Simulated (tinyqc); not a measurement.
Worked calculation: lattice vibrations of a chain. One step of it, computed by the program tinyqc.

Task: Dynamical matrix at q = 0.06. q is in units of 2 pi/a. A spring k from atom i to atom j, n cells on, adds k to Phi_ii and Phi_jj, -k exp(2 pi i q n) to Phi_ij and the conjugate to Phi_ji (for one atom a cell: 2k (1 - cos 2 pi q n)); D_ij = Phi_ij / sqrt(m_i m_j).

A chain moving along its axis:
```
atom    mass (u)  spring to the next atom (eV/angstrom^2)
1     110.500000                                21.400000
2      95.500000                                22.700000
3      33.000000                                 2.700000
```

Give: D(q).

Result:

D(q) (eV/(angstrom^2 u)):
$$\begin{pmatrix}
0.218 & -0.208 & -0.042+0.016i \\
-0.208 & 0.462 & -0.404 \\
-0.042-0.016i & -0.404 & 0.770
\end{pmatrix}$$
